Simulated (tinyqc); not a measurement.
Worked calculation: one-electron ion in a basis of Gaussians. One step of it, computed by the program tinyqc.

Question. Matrices over normalised Gaussians. With p = a_i + a_j and I(k) = Gamma((k+1)/2) / (2 p^((k+1)/2)): S = I(2l+2), T = (2l+3) a_i a_j S / p, V = -Z I(2l+1), each divided by sqrt(S_ii S_jj).

exponents of r^l exp(-a r^2) (1/bohr^2): 0.021610  0.070720  0.231400

Z = 2

l = 2

Give: S; T; V.

Answer.

S, lower triangle:
```
       1      2      3
1  1.000
2  0.559  1.000
3  0.131  0.559  1.000
```

T (hartree), lower triangle:
```
       1      2      3
1  0.076
2  0.065  0.248
3  0.018  0.212  0.810
```

V (hartree), lower triangle:
```
        1       2       3
1  -0.250
2  -0.204  -0.453
3  -0.079  -0.370  -0.819
```
